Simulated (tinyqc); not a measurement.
## Free and trapped electrons in a MOS channel with a dense trap tail: effect of the temperature

p-type body, charge-sheet picture, full ionisation (an idealisation for deep acceptors), Boltzmann statistics for free electrons. e = Ec - EF at the surface. Acceptor-like traps of density D(E) = D0 + De exp(-E/Ew) at depth E below Ec, from 0 to Eu, hold n_t = integral of D(E)/(1 + exp((e - E)/Vt)). psi = Eg - Vt ln(Nv/Na) - e; N_dep = sqrt(2 eps0 eps_r Na (psi - Vt)/q); n_f = sqrt(N_dep^2 + 2 eps0 eps_r Vt Nc exp(-e/Vt)/q) - N_dep; Vg = Vfb + psi + q (N_dep + n_t + n_f)/Cox, Cox = eps0 eox/tox.

Nc and Nv are given at 475 K and scale as (T/475 K)^1.5; Eg, Vfb and mf are held fixed. VT is the Vg for n_f = 1e11 cm^-2; swing ln 10 n_f/(dn_f/dVg) at n_f = 1e8 cm^-2; the last three columns are for Vg = VT + 4.2 V, with free share n_f/(n_f + n_t) and field-effect mobility mf q (dn_f/dVg)/Cox; there EF is near the band edge, where Boltzmann statistics are rough.

Inputs (values chosen for the exercise); band and dielectric values close to those of 4H silicon carbide:
- Eg = 3.3 eV (band gap)
- eps_r = 9.64 (relative permittivity)
- Nc = 3.45e19 cm^-3 (conduction-band density of states at the reference temperature)
- Nv = 5.02e19 cm^-3 (valence-band density of states at the reference temperature)
- eox = 3.9 (relative permittivity of the insulator)
- tox = 52 nm (insulator thickness)
- Na = 1.1e16 cm^-3 (acceptor density)
- Vfb = -2.51 V (flat-band voltage without trapped charge)
- D0 = 9.7e10 cm^-2 eV^-1 (constant background density of acceptor-like traps)
- De = 4.1e13 cm^-2 eV^-1 (density of the tail at the conduction edge)
- Ew = 0.12 eV (decay energy of the tail)
- Eu = 0.96 eV (depth below Ec down to which the traps reach)
- mf = 170 cm^2/(V s) (mobility of free electrons)

Constants: q = 1.602176634e-19 C, kB = 1.380649e-23 J/K, Vt = kB T/q, eps0 = 8.8541878128e-14 F/cm where lengths are in cm. Results are converted to the units shown.

Result of one run:
columns A: e at VT (eV); B: VT (V); C: q n_t/Cox at VT (V); D: swing (mV/decade); E: n_f (cm^-2); F: free share (%); G: field-effect mobility (cm^2/(V s))
```
A           B      C      D         E      F      G
0.1210  7.014  4.935  583.2  5.979e11  15.52  69.05
```

Which temperature T gave this result: 250, 300, 350, 400 or 500 K?

T = 350 K.

The whole series:
columns A: T (K); B: e at VT (eV); C: VT (V); D: q n_t/Cox at VT (V); E: swing (mV/decade); F: n_f (cm^-2); G: free share (%); H: field-effect mobility (cm^2/(V s))
```
A          B      C      D      E         F      G      H
200  0.04451  10.86  8.541   1087  7.918e11  14.77  109.4
250  0.06786  9.455  7.210  912.0  6.661e11  13.86  85.75
300  0.09349  8.161  5.998  735.4  6.139e11  14.28  74.18
350   0.1210  7.014  4.935  583.2  5.979e11  15.52  69.05
400   0.1502  6.017  4.027  463.9  6.025e11  17.36  67.37
450   0.1809  5.164  3.265  376.9  6.206e11  19.70  67.71
500   0.2130  4.439  2.636  317.4  6.482e11  22.48  69.31
550   0.2462  3.827  2.121  279.8  6.829e11  25.65  71.75
```

As T goes from 200 to 550, VT falls from 10.9 to 3.83 V, its part due to traps falls from 8.54 to 2.12 V, the swing falls from 1090 to 280 mV/decade and the field-effect mobility goes from 109 through a minimum of 67.4 (at T = 400 among the rows listed) to 71.7 cm^2/(V s). On heating the same n_f is reached with EF deeper in the gap, where fewer tail states are filled.

Program tinyqc, `OMP_NUM_THREADS=1 python tinyqc.py 2222066 2222067 out.jsonl`; Intel Xeon 2.30GHz, shared host, one thread, about 0.02 s.
